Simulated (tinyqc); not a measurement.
Relaxation at fixed composition: composition and strain of an epitaxial Si(1-x)Ge(x) layer from Raman and X-ray peaks. Computed by tinyqc, a small Python program. Command: `OMP_NUM_THREADS=1 python tinyqc.py 3021460 3021461 out.jsonl epiraman walk`. One thread of a shared host (Intel(R) Xeon(R) Processor @ 2.30GHz), about 0.01 s of CPU time with the checks.

A (001) layer, biaxially strained in the plane. The Raman peaks follow empirical lines omega = w0 + c1 x + c3 x^3 + b eps (c3 for Si-Ge alone), with eps the in-plane strain.

Inputs (values chosen for the exercise, modelled on silicon-germanium): Ge fraction x = 0.54; lattice constant of Si = 5.431 angstrom; lattice constant of Ge = 5.658 angstrom; bowing B = 0.026 angstrom; 2 C12/C11 of Si = 0.776; 2 C12/C11 of Ge = 0.754; Si-Si: w0 = 520.3 1/cm; Si-Si: c1 = -65 1/cm; Si-Si: strain coefficient b = -742 1/cm; Ge-Ge: w0 = 280.3 1/cm; Ge-Ge: c1 = 18.5 1/cm; Ge-Ge: strain coefficient b = -453 1/cm; X-ray wavelength = 1.540598 angstrom.

Substrate: silicon.

Method:
- Relaxed lattice constant a(x) = a_Si + (a_Ge - a_Si) x - B x (1 - x).
- In-plane constant a_par = a_sub + R (a(x) - a_sub); eps = a_par/a(x) - 1; eps_perp = -(2 C12/C11) eps with 2 C12/C11 linear in x; a_perp = a(x) (1 + eps_perp).
- (004) Bragg angle theta = arcsin(2 lambda/a), with a = a_perp for the layer and a_sub for the substrate; separation = layer less substrate. The apparent x is the one that a fully strained layer (R = 0) would need to give the same a_perp.

Signatures; columns: (1) R; (2) eps (per mille); (3) Si-Si (1/cm); (4) Ge-Ge (1/cm); (5) a_perp (angstrom); (6) (004) separation (arcsec); (7) apparent x if R = 0 is assumed:
```
(1)       (2)     (3)     (4)     (5)      (6)      (7)
0.00  -20.934  500.73  299.77  5.6359  -5121.9  0.54000
0.15  -17.794  498.40  298.35  5.6225  -4803.0  0.50674
0.30  -14.654  496.07  296.93  5.6092  -4482.2  0.47326
0.50  -10.467  492.97  295.03  5.5915  -4051.5  0.42825
0.70   -6.280  489.86  293.13  5.5737  -3617.6  0.38281
0.85   -3.140  487.53  291.71  5.5604  -3289.9  0.34844
1.00    0.000  485.20  290.29  5.5471  -2960.2  0.31382
```

Full relaxation moves the Si-Si peak by -15.53 per cm and shrinks the X-ray separation to 58 % of its strained value, about 1/(1 + 2 C12/C11). A symmetric reflection alone cannot part x from R: a relaxed layer read as strained gives x = 0.314 in place of 0.54. An asymmetric reflection or a second peak is needed.

Extremes, crossings and ranges named in words are read from the listed rows.
